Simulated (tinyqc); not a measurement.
# Punch-through p+-n junction, ionisation integral and breakdown: effect of the drift doping

A p+ layer at x < 0 and an n drift layer from x = 0 to L on an n+ substrate. Depletion approximation, built-in voltage neglected. Local ionisation coefficients alpha_n = an exp(-(bn/E)^mx), alpha_p = ap exp(-(bp/E)^mx). Electrons move towards +x, holes towards x = 0.

W = sqrt(2 eps0 eps_r V/(q N)), peak field E0 = q N W/(eps0 eps_r), falling linearly to 0 at W; if W > L the layer is punched through: W = L, E0 = V/L + q N L/(2 eps0 eps_r), falling linearly to E1 = V/L - q N L/(2 eps0 eps_r). G(x) = integral from 0 to x of (alpha_n - alpha_p); I_n = integral of alpha_n exp(-G) (electrons injected at x = 0), I_p = integral of alpha_p exp(G(end) - G) (holes injected at the far edge); M = 1/(1 - I). Integrals on a fine grid; BV is where I_n = 1. Specific on-resistance Ron = L/(q mu N) with constant mobility and full ionisation.

Values chosen for this exercise; material values close to those of indium phosphide: relative permittivity eps_r = 12.4; prefactor of the electron ionisation coefficient an = 1.12e7 1/cm; field constant for electrons bn = 3.31e6 V/cm; prefactor of the hole ionisation coefficient ap = 4.8e6 1/cm; field constant for holes bp = 2.58e6 V/cm; exponent mx = 1; electron mobility of the drift layer mu = 5240 cm^2/(V s); thickness of the drift layer L = 10 um.

Constants: q = 1.602176634e-19 C, eps0 = 8.8541878128e-14 F/cm where lengths are in cm. Results are converted to the units shown.

Effect of the drift doping:
```
N (cm^-3)  BV (V)  E0 at BV (kV/cm)  W at BV (um)  Ron (mohm cm^2)  BV^2/Ron (MW/cm^2)  eps0 eps_r mu E0^3/4 (MW/cm^2)
1.2e14        328               337          10.0             9.93                10.8                            55.0
2.4e14        328               345          10.0             4.96                21.6                            59.2
4.6e14        325               359          10.0             2.59                40.9                            66.6
8.8e14        316               381          10.0             1.35                74.0                            79.3
1.7e15        285               409          10.0            0.701                 116                            98.3
3.3e15        203               442          9.17            0.361                 114                             124
6.3e15        124               478          5.20            0.189                81.9                             157
1.2e16       77.4               521          2.97           0.0993                60.4                             203
```

BV falls from 328 to 77.4 V while the critical field rises from 337 to 521 kV/cm. BV goes as N^(0.00) between the first two rows and N^(-0.74) between the last two (a coefficient proportional to E^7 gives -0.75 without punch-through). BV^2/Ron goes from 10.8 through a maximum of 116 (at N = 1.7e15 among the rows listed) to 60.4 MW/cm^2; the layer is punched through at breakdown in 5 of the 8 rows.

Numbers from tinyqc (`OMP_NUM_THREADS=1 python tinyqc.py 2120028 2120029 out.jsonl`; about 0.08 s on one thread of a shared Intel Xeon 2.30GHz).
